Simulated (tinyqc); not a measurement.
# Metal gate on a two-layer dielectric stack with fixed charge and a dipole: what changes with what

Gate, layer 2, layer 1, p-type semiconductor; x runs from the gate inwards. Charges are counted in units of +q. psi is the band bending at the surface, positive towards inversion. Classical charge, Boltzmann statistics, no interface traps.

Values chosen for this exercise; band and dielectric values close to those of silicon, layer 1 close to silicon dioxide, layer 2 close to zirconium oxide:
```
symbol,value,unit,meaning
T,350,K,temperature
Eg,1.1,eV,band gap
eps_r,11.9,,relative permittivity
Nc,3.57e19,cm^-3,conduction-band density of states at T
Nv,3.34e19,cm^-3,valence-band density of states at T
chi,4.01,eV,electron affinity
Na,1.1e16,cm^-3,acceptor density
pM,4.33,eV,work function of the gate metal
t1,0.8,nm,"thickness of layer 1, next to the semiconductor"
e1,3.93,,relative permittivity of layer 1
t2,2.4,nm,"thickness of layer 2, next to the gate"
e2,24.5,,relative permittivity of layer 2
Q1,5.8e10,cm^-2,fixed charge at the semiconductor interface
Q2,3.1e11,cm^-2,fixed charge between the layers
r1,0,cm^-3,uniform charge density in layer 1
r2,0,cm^-3,uniform charge density in layer 2
Vd,0.2,V,flat-band shift by a dipole layer between the layers
```

Constants: q = 1.602176634e-19 C, kB = 1.380649e-23 J/K, Vt = kB T/q, eps0 = 8.8541878128e-14 F/cm where lengths are in cm. Results are converted to the units shown.

Each table varies one quantity; the others keep the values above.

## Threshold against doping

EOT = 3.9 (t1/e1 + t2/e2), Cox = eps0/(t1/e1 + t2/e2); phi_ms = pM - (chi + Eg - Vt ln(Nv/Na)). Vfb = phi_ms + Vd - (q/eps0) [Q1 (t1/e1 + t2/e2) + Q2 t2/e2 + r1 (t1^2/(2 e1) + t1 t2/e2) + r2 t2^2/(2 e2)]: each charge counts with its electrical distance from the gate. ni = sqrt(Nc Nv) exp(-Eg/(2 Vt)), Eg in volts, pB = Vt ln(Na/ni), Vth = Vfb + 2 pB + sqrt(4 q eps0 eps_r Na pB)/Cox.

Results:

| Na (cm^-3) | phi_ms (V) | 2 pB (V) | Qd/Cox (V) | Vth (V) |
|---|---|---|---|---|
| 1.4e15 | -0.4760 | 0.4900 | 0.005182 | 0.2105 |
| 4.9e15 | -0.5138 | 0.5655 | 0.01042 | 0.2535 |
| 1.7e16 | -0.5513 | 0.6406 | 0.02065 | 0.3013 |
| 2.2e17 | -0.6285 | 0.7950 | 0.08275 | 0.4406 |
| 7.9e17 | -0.6671 | 0.8721 | 0.1642 | 0.5606 |
| 2.8e18 | -0.7052 | 0.9485 | 0.3225 | 0.7570 |

Estimate the missing row, Na = 6.2e16 cm^-3.

Computed row:

| Na (cm^-3) | phi_ms (V) | 2 pB (V) | Qd/Cox (V) | Vth (V) |
|---|---|---|---|---|
| 6.2e16 | -0.5903 | 0.7186 | 0.04177 | 0.3614 |

With this row back in the table: Vth rises from 0.210 to 0.757 V. Of the change, phi_ms + 2 pB gives 229 mV (Vt ln 10 a decade) and the depletion charge 317 mV, growing as Na^(0.54).

## Flat band against the thickness t2

Same model as above.

Flat band against the thickness t2:

| t2 (nm) | EOT (nm) | Vfb (V) | Vth (V) |
|---|---|---|---|
| 1 | 0.95308 | -0.34301 | 0.28448 |
| 2.3 | 1.1600 | -0.34655 | 0.28381 |
| 3.6 | 1.3670 | -0.35008 | 0.28314 |
| 4.9 | 1.5739 | -0.35361 | 0.28247 |
| 6.1 | 1.7649 | -0.35688 | 0.28185 |
| 7.4 | 1.9719 | -0.36041 | 0.28118 |
| 8.7 | 2.1788 | -0.36394 | 0.28051 |
| 10 | 2.3857 | -0.36748 | 0.27983 |

Read the table: what changes, and by how much?

Vfb falls from -0.343 to -0.367 V and Vth falls from 0.284 to 0.280 V. The slope dVfb/dEOT is -17.1 mV/nm between the first two rows and -17.1 between the last two: a straight line, set by the charge below the growing layer, which reads as 3.68e11 cm^-2. A line through the end rows meets EOT = 0 at -0.327 V, against phi_ms + Vd = -0.338 V; an effective work function read from it is off by 211 mV from pM.

Computed by the program tinyqc: `OMP_NUM_THREADS=1 python tinyqc.py 2010120 2010121 out.jsonl`, one thread of a shared Intel Xeon 2.30GHz, about 0.01 s for the whole run.
